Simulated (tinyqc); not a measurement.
Deep trap from a strong local potential in a two-band host (Koster-Slater model with semi-elliptic bands). Inputs raised by 10 %, one at a time. Computed by tinyqc, a small Python program. Command: `OMP_NUM_THREADS=1 python tinyqc.py 3006615 3006616 out.jsonl deeptrap sens`. One thread of a shared host (Intel(R) Xeon(R) Processor @ 2.30GHz), about 0.02 s of CPU time with the checks.

The valence band spans -2 W_v to 0 and the conduction band E_g to E_g + 2 W_c. The orbital at the impurity site has weight f_v in the valence band and 1 - f_v in the conduction band, each spread as a semi-ellipse (2/(pi W^2)) sqrt(W^2 - x^2) about the band centre. The impurity adds U to this orbital. Spin is left out.

Inputs (values chosen for the exercise, for a model semiconductor):
```
quantity,value,unit
gap E_g,1.25,eV
half-width of the valence band W_v,4.1,eV
half-width of the conduction band W_c,6,eV
valence weight f_v of the site orbital,0.58,-
impurity potential U,7.5,eV
```

Impurity: repulsive, acceptor-like.

Method:
- In the gap G(E) = f_v (2/W_v^2)[x - sqrt(x^2 - W_v^2)] - (1 - f_v)(2/W_c^2)[y - sqrt(y^2 - W_c^2)], x = E + W_v, y = E_g + W_c - E.
- G falls across the gap from G(0) to G(E_g). A repulsive U binds if U > 1/G(0), an attractive one if U < 1/G(E_g); the vacancy level (U infinite) solves G(E) = 0 (bisection).
- The trap level solves G(E) = 1/U (bisection). With D = -dG/dE = D_v + D_c, D_v = f_v (2/W_v^2)[x/sqrt(x^2 - W_v^2) - 1] and D_c = (1 - f_v)(2/W_c^2)[y/sqrt(y^2 - W_c^2) - 1], the weight on the impurity orbital is 1/(U^2 D) and the conduction-band character is D_c/D.

Runs:
```
input moved,from,to,trap level E_t (eV),depth below the conduction band (eV),vacancy level (eV),conduction-band character
base run,-,-,0.17769,1.0723,1.2406,0.10710
gap E_g (eV),1.25,1.375,0.19087,1.1841,1.3519,0.10373
half-width of the valence band W_v (eV),4.1,4.51,0.09592,1.1541,1.2137,0.08016
impurity potential U (eV),7.5,8.25,0.24666,1.0033,1.2406,0.13632
```

Exponents ln(y'/y) / ln(x'/x):
```
input,trap level E_t,depth below the conduction band,vacancy level,conduction-band character
gap E_g,0.750,1.041,0.901,-0.336
half-width of the valence band W_v,-6.469,0.771,-0.230,-3.040
impurity potential U,3.441,-0.698,0.000,2.531
```

Among the inputs moved here: trap level E_t answers most in size to half-width of the valence band W_v (exponent -6.469), next to impurity potential U (+3.441). Depth below the conduction band answers most in size to gap E_g (exponent +1.041), next to half-width of the valence band W_v (+0.771). Vacancy level answers most in size to gap E_g (exponent +0.901), next to half-width of the valence band W_v (-0.230); its exponent is below 0.0005 for impurity potential U. conduction-band character answers most in size to half-width of the valence band W_v (exponent -3.040), next to impurity potential U (+2.531).

Extremes, crossings and ranges named in words are read from the listed rows.
